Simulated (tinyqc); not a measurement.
# Geometry relaxation of a small cluster, step by step

A worked calculation. Computed by tinyqc, a small Python program that keeps every step. Command: `OMP_NUM_THREADS=1 python tinyqc.py 3000226 3000227 out.jsonl relax walk`. One thread of a shared host (Intel(R) Xeon(R) Processor @ 2.30GHz), about 0.03 s of CPU time with the checks. Intermediate numbers are printed to about 5 digits and carried at full precision; extremes and crossings named in words are read from the listed rows.

E = sum_i {sum_j A exp(-p (r_ij/r0 - 1)) - xi sqrt(rho_i)}, rho_i = sum_j exp(-2 q (r_ij/r0 - 1)); the force on i is -sum_j w_ij (R_i - R_j)/r_ij with w_ij = -(2p/r0) A exp(-p (r_ij/r0 - 1)) + (xi q/r0) exp(-2 q (r_ij/r0 - 1)) (rho_i^(-1/2) + rho_j^(-1/2)).

Inputs (values chosen for the exercise, for model atoms):

| quantity | value | unit |
|---|---|---|
| length r0 | 2.53 | angstrom |
| repulsion A | 0.094 | eV |
| hopping xi | 1.12 | eV |
| decay p | 11.3 | - |
| decay q | 3.28 | - |
| step factor eta | 0.03 | angstrom^2/eV |
| largest number of steps | 500 | - |

Potential: Gupta. Method: FIRE.

starting positions (angstrom):
```
            x      y      z
atom 1  -0.11   0.21  -0.23
atom 2   2.24  -0.04  -0.01
atom 3   1.21   2.03   0.09
atom 4    1.3   0.67   1.87
atom 5   1.36    0.9  -1.99
```

## Energy and forces at the start

Evaluate E and the forces at the starting positions.

distances (angstrom): 1-2 2.3735, 1-3 2.2709, 1-4 2.5709, 1-5 2.3947, 2-3 2.3143, 2-4 2.2186, 2-5 2.3619, 3-4 2.2419, 3-5 2.3719, 4-5 3.8673

energy at the start = -9.4606 eV

forces (eV/angstrom):
```
               x         y         z
atom 1   0.18924  -0.19681   0.06305
atom 2   0.36065  -0.45255  -0.74072
atom 3   0.10455   0.90647  -0.50238
atom 4  -0.51186  -0.18627   0.70030
atom 5  -0.14258  -0.07084   0.47976
```

## The first two steps

FIRE with unit mass: if F.v > 0, v = (1 - a) v + a |v| F/|F|, and after more than 5 such steps in a row dt = min(1.1 dt, 5 dt0), a = 0.99 a; else v = 0, a = 0.1, and dt = dt/2 (not at the first step). Then v = v + dt F, R(new) = R + dt v. dt0 = sqrt(eta), a = 0.1 at first. No atom moves more than 0.3 angstrom a step (the whole step is scaled). Stop when the largest force component is below 1e-5 eV/angstrom.

positions after step 1 (angstrom):
```
              x        y        z
atom 1  -0.1043   0.2041  -0.2281
atom 2   2.2508  -0.0536  -0.0322
atom 3   1.2131   2.0572   0.0749
atom 4   1.2846   0.6644   1.8910
atom 5   1.3557   0.8979  -1.9756
```

energy after step 1 = -9.5233 eV

positions after step 2 (angstrom):
```
              x        y        z
atom 1  -0.0876   0.1962  -0.2207
atom 2   2.2624  -0.0703  -0.0630
atom 3   1.2203   2.0939   0.0541
atom 4   1.2580   0.6558   1.9088
atom 5   1.3470   0.8943  -1.9493
```

energy after step 2 = -9.5457 eV

## All steps

The formulas are those given above.

Course of the relaxation:

| step | E (eV) | largest force (eV/angstrom) | force calls |
|---|---|---|---|
| 0 | -9.4606 | 9.0647e-01 | 1 |
| 1 | -9.5233 | 3.6800e-01 | 2 |
| 2 | -9.5457 | 6.4316e-01 | 3 |
| 3 | -9.5513 | 5.8770e-01 | 4 |
| 4 | -9.5608 | 4.7873e-01 | 5 |
| 5 | -9.5711 | 3.2343e-01 | 6 |
| 6 | -9.5801 | 2.7599e-01 | 7 |
| 7 | -9.5877 | 2.8512e-01 | 8 |
| 8 | -9.5956 | 2.8463e-01 | 9 |
| ... | ... | ... | ... |
| 97 | -9.6312 | 2.1264e-05 | 98 |
| 98 | -9.6312 | 1.7978e-05 | 99 |
| 99 | -9.6312 | 1.7638e-05 | 100 |
| 100 | -9.6312 | 1.6963e-05 | 101 |
| 101 | -9.6312 | 1.5968e-05 | 102 |
| 102 | -9.6312 | 1.4671e-05 | 103 |
| 103 | -9.6312 | 1.3098e-05 | 104 |
| 104 | -9.6312 | 1.1279e-05 | 105 |
| 105 | -9.6312 | 9.0383e-06 | 106 |

final positions (angstrom):
```
              x        y        z
atom 1  -0.0382   0.1807  -0.1420
atom 2   2.3193  -0.0311  -0.0657
atom 3   1.3188   2.1125   0.0456
atom 4   1.1274   0.6227   1.8236
atom 5   1.2726   0.8853  -1.9316
```

final energy = -9.6312 eV

steps = 105

largest force at the end = 9.0383e-06 eV/angstrom

Converged in 105 steps.

## Curvatures at the end

Hessian at the final positions by central differences of the forces; six eigenvalues vanish (translations and rotations). Steepest descent is stable for eta below 2/lambda_max and contracts the softest mode by 1 - eta lambda_min a step.

non-zero eigenvalues (eV/angstrom^2): 2.206  2.206  5.651  7.212  7.212  9.121  9.121  17.452  25.361

condition number = 11.495

largest stable eta = 0.078862 angstrom^2/eV

contraction of the softest mode = 0.93381

All are positive, so the end point is a minimum.

## Four methods from the same start

Steepest descent: R(new) = R + eta F. Conjugate gradient (Polak-Ribiere): d = F + beta d(old), beta = max(0, F.(F - F(old))/|F(old)|^2), d = F at first; step length from one secant, s = eta (F.d)/(F.d - F(R + eta d).d), replaced by eta if that is not positive; R(new) = R + s d. BFGS: R(new) = R + B F with the inverse Hessian B = eta 1 at first; with s = R(new) - R, y = F - F(new), rho = 1/(y.s): B(new) = (1 - rho s y^T) B (1 - rho y s^T) + rho s s^T, skipped if y.s is not positive. In this comparison each method may take up to 1500 steps.

Cost:

| method | steps | force calls | final E (eV) | calls to reach 1e-2 |
|---|---|---|---|---|
| steepest descent | 155 | 156 | -9.6312 | 55 |
| conjugate gradient | 19 | 39 | -9.6312 | 21 |
| BFGS | 26 | 27 | -9.6312 | 15 |
| FIRE | 105 | 106 | -9.6312 | 44 |

In force calls the order is BFGS (27), conjugate gradient (39), FIRE (106), steepest descent (156). All that converged end at the same energy. Near the minimum steepest descent multiplies the slowest mode by 0.934 in size a step, 34 steps a decade of force, at a condition number of 11.5. It is the dearest here: the others use earlier steps to learn the curvature or to build momentum along soft directions.

Checks made by the program: forces against finite differences of E (relative difference 3e-09).
